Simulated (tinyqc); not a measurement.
Via and link resistance from two via chains.

Question. A chain of 1000 vias joined by 1000 metal links has R = 1000 (Rv + Rlink), with Rlink proportional to the link length. Find Rv, Rlink for length L, and the value of Rv that the short chain would give if the links were ignored.

resistance of chains of 1000 links with link lengths L and 3 L (ohm): 47400  64200

Answer. R per link is a straight line in the link length; its intercept at zero length is Rv.

Rv = 39.0 ohm
Rlink = 8.40 ohm
Rv without correction = 47.4 ohm

Program tinyqc, `OMP_NUM_THREADS=1 python tinyqc.py 2750126 2750127 out.jsonl`; Intel Xeon 2.30GHz, shared host, one thread, about 0.01 s.
